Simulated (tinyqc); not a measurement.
# Changing the capture cross section sigma

Model: admittance spectroscopy and thermally stimulated current of one trap level in a depletion layer. Computed by tinyqc, a small Python program. Command: `OMP_NUM_THREADS=1 python tinyqc.py 3110315 3110316 out.jsonl admit sweep`. One thread of a shared host (Intel(R) Xeon(R) Processor @ 2.30GHz), about 0.01 s of CPU time with the checks.

A Schottky junction on n-type material holds one donor-like electron trap; shallow donors are fully ionised and abrupt depletion edges are assumed.

Inputs (values chosen for the exercise, modelled on n-type beta-Ga2O3):
```
quantity                         value    unit
density-of-states mass m         0.281     m_0
shallow doping N               1.2e+15  1/cm^3
trap depth E_t below the band    0.543      eV
test frequency f                   200      Hz
heating rate beta                 0.12     K/s
```

Constants: k_B = 1.380649e-23 J/K; m_0 = 9.1093837015e-31 kg; h = 6.62607015e-34 J s; k_B = 8.617333262e-05 eV/K.

Method:
- N_c = 2 (2 pi m k_B T/h^2)^(3/2), v_th = sqrt(3 k_B T/m), emission rate e_n = sigma v_th N_c exp(-E_t/(k_B T)).
- Where the level crosses the Fermi level capture equals emission, so the trap follows the signal with the rate 2 e_n; G/omega peaks at omega = 2 e_n (the correction for large N_t/N is left out).
- Solve 2 e_n(T_p) = 2 pi f.
- Thermally stimulated current without retrapping: filled share n(T) = exp(-(1/beta) int e_n dT), current proportional to e_n n; the peak obeys beta (E_t/(k_B T^2) + 2/T) = e_n(T). The integral starts at 0.5 T_m and uses 4000 trapezoid steps to 1.2 T_m.
- Chen's first-order estimate from the full width W = T_2 - T_1 between the half-height points: E = 2.52 k_B T_m^2/W - 2 k_B T_m.

One run for each value:
```
capture cross section sigma (cm^2)  peak temperature T_p (K)  peak temperature T_m (K)  E_t/(k_B T_m)
1.00e-18                                              493.15                    278.52         22.624
1.00e-17                                              426.11                    256.16         24.598
1.00e-16                                              374.37                    236.94         26.595
1.00e-15                                              333.36                    220.25         28.610
1.00e-14                                              300.13                    205.64         30.642
1.00e-13                                              272.71                    192.76         32.690
1.00e-12                                              249.73                    181.32         34.751
```

What does the table show?

Over the rows, peak temperature T_p (K) falls from 493 to 250 (exponent d ln y / d ln x -0.063 between the first rows and -0.038 between the last); peak temperature T_m (K) falls from 279 to 181 (exponent d ln y / d ln x -0.036 between the first rows and -0.027 between the last); E_t/(k_B T_m) rises from 22.6 to 34.8 (exponent d ln y / d ln x 0.036 between the first rows and 0.027 between the last).

Extremes, crossings and ranges named in words are read from the listed rows.
